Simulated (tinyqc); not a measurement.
Semiconductor laser, carrier and photon rate equations: course of the iteration: steady state by Newton steps.

Carrier density N and photon density S in one mode: dN/dt = F1 = eta I/(q V) - (A N + B N^2 + C N^3) - vg g S; dS/dt = F2 = G vg g S + G be B N^2 - S/tp, with g = g0 ln(N/Ntr)/(1 + ec S). Output power P = Fo Eph S V/(G tp). No heating, no carrier transport.

Jacobian, with a = g0/(N (1 + ec S)) and d = g/(1 + ec S): J11 = -(A + 2 B N + 3 C N^2) - vg a S, J12 = -vg d, J21 = G vg a S + 2 G be B N, J22 = G vg d - 1/tp. Solve J d = -F and add d to (N, S).

Stop when the largest change of (N, S) is below 1e-9, or after 40 iterations. N is counted in 1e18 and S in 1e15 cm^-3, and S must be positive.

Values chosen for this exercise: active volume V = 3.6e-11 cm^3; confinement factor G = 0.096; group velocity vg = 7.46e9 cm/s; gain coefficient g0 = 1500 1/cm; transparency density Ntr = 1.7e18 cm^-3; gain compression ec = 6.9e-18 cm^3; photon lifetime tp = 3 ps; defect recombination coefficient A = 1.6e8 1/s; radiative coefficient B = 9.8e-11 cm^3/s; Auger coefficient C = 1.8e-29 cm^6/s; share of spontaneous emission into the mode be = 0.00095; injection efficiency eta = 0.75; drive current I = 34 mA.

Constants: q = 1.602176634e-19 C. Results are converted to the units shown.

(N, S) at the start (Nth and the estimate of S): N (1e18 cm^-3) 2.319, S (1e15 cm^-3) 0.95

Course of the iteration:
```
iteration	S (1e15 cm^-3)	largest |change| of one entry
1	0.949051	4.11e-3
2	0.949047	7.72e-6
3	0.949047	3.79e-11
```

Did this iteration meet its convergence test, and what does its course show?

Yes. Converged in 3 iterations. The change falls from 0.0041 in the first iteration to below the tolerance in the last.

Numbers from tinyqc (`OMP_NUM_THREADS=1 python tinyqc.py 2840130 2840131 out.jsonl`; about 0.01 s on one thread of a shared Intel Xeon 2.30GHz).
